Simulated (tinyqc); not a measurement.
X-ray photoelectron analysis of a thin oxide on a semiconductor: attenuation lengths, thickness, angle series and band offsets: one step, computed by the program tinyqc. Command: `OMP_NUM_THREADS=1 python tinyqc.py 3110843 3110844 out.jsonl xps walk`. One thread of a shared host (Intel(R) Xeon(R) Processor @ 2.30GHz), about 0.01 s of CPU time with the checks.

The same element is seen in the oxide and in the substrate, at nearly the same kinetic energy; films are flat and uniform, and the work function is ignored.

Problem. Peak ratio. R_0 = (rho_o/M_o) L_o/((rho_s/M_s) L_s); peak ratio R = I_ox/I_sub = R_0 [exp(d/(L_o cos theta)) - 1]; hence d = L_o cos theta ln(1 + R/R_0). A carbon layer weakens both peaks alike, by exp(-d_C/(L_o cos theta)) if its L is taken equal to L_o. This R_0 leaves out intrinsic losses from the substrate peak, so calibrated values can be larger.

Inputs (values chosen for the exercise, modelled on SiO2 on silicon): oxide density = 2.25 g/cm^3; oxide formula mass = 60.08 g/mol; substrate density = 2.33 g/cm^3; substrate formula mass = 28.09 g/mol; oxide thickness d = 6.9 nm; emission angle from the normal = 15 degrees; carbon overlayer = 0.59 nm.

L in the oxide = 3.607820 nm

L in the substrate = 2.873477 nm

Give: R_0; d/(L_o cos theta); ratio R; oxide share of the counts; attenuation by carbon; depth 3 L_o cos theta.

Solution.

R_0 = 0.56687

d/(L_o cos theta) = 1.9800

ratio R = 3.5388

oxide share of the counts = 0.77968

attenuation by carbon = 0.84425

depth 3 L_o cos theta = 10.455 nm
